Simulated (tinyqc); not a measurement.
# Resonant-tunnelling diode, transfer matrices and Tsu-Esaki current: resonance against bias

Emitter (band edge 0), barrier d1, well Lw, barrier d2, collector (edge -V). The bias drops linearly over these layers and none in the contacts; each layer is cut into ns equal slices, flat at the value of their centres. E is the energy of motion across the layers, C = hbar^2/(2 m0), psi and psi'/m are continuous. Transport is coherent, T(E) is taken as independent of the transverse momentum, and charge in the well is ignored.

For the pair (psi, psi'/m) a flat layer has M = [[cos kd, (m/k) sin kd], [-(k/m) sin kd, cos kd]] with k = sqrt(m (E - U)/C) above its edge U, and M = [[cosh Kd, (m/K) sinh Kd], [(K/m) sinh Kd, cosh Kd]] with K = sqrt(m (U - E)/C) below it. Later slices stand to the left. With M acting on (psi, psi'/m) and v = k/m in each lead, T(E) = 4 vL vR/[(vL vR M12 - M21)^2 + (vR M11 + vL M22)^2]. J = J0 times the integral over E > 0 of T(E) N(E), N = ln[(1 + exp((Ef - E)/Vt))/(1 + exp((Ef - V - E)/Vt))], J0 = q^2 mw m0 kB T/(2 pi^2 hbar^3) (times 1e-4 for A/cm^2 per eV). The integral is converged to the digits shown. The resonance is the first maximum of T(E) for E > 0, G its full width at half maximum. For a sharp resonance J = J0 (pi G/2) Tp N(Er), with Er the peak energy, Tp the peak transmission and G the full width at half maximum (in eV).

Inputs (values chosen for the exercise); masses and offsets of a made-up heterostructure:
```
symbol  value  unit                                               meaning
T          77     K                                           temperature
mw      0.034    m0                 mass in the well, spacer and contacts
U1          1    eV                                        barrier height
m1       0.15    m0                                          barrier mass
d1        0.8    nm                                       emitter barrier
Lw        3.3    nm                                            well width
d2        0.8    nm                                     collector barrier
ns          4                                        slices in each layer
Ef       0.12    eV  Fermi energy of both contacts above their band edges
```

Constants: q = 1.602176634e-19 C, kB = 1.380649e-23 J/K, hbar = 1.054571817e-34 J s, m0 = 9.1093837015e-31 kg, Vt = kB T/q, hbar^2/(2 m0) = 0.0380998212 eV nm^2. Results are converted to the units shown.

Resonance against bias:
```
V (V)  Er (eV)      Tp  G (meV)  J (kA/cm^2)  one-resonance J (kA/cm^2)
0.044   0.1999  0.9981    41.43        19.33                   0.001386
0.1     0.1716  0.9898    41.31        50.76                    0.09843
0.155   0.1435  0.9743    41.06        124.6                      6.571
0.211   0.1146  0.9489    40.63        371.8                      261.3
0.266  0.08597  0.9096    39.94        837.6                       1070
0.322  0.05666  0.8427    38.71         1289                       1786
0.377  0.02819  0.7122    36.20         1400                       2046
```

Er falls from 0.200 to 0.0282 eV, by 0.516 eV a volt, against the share 0.500 of the bias at the centre of the well. Tp falls from 0.998 to 0.712: the bias makes equal barriers unequal. The one-resonance current is 7.2e-5 times the full integral in the first row and 46 % above it in the last.

Program tinyqc, `OMP_NUM_THREADS=1 python tinyqc.py 2600041 2600042 out.jsonl`; Intel Xeon 2.30GHz, shared host, one thread, about 0.2 s.
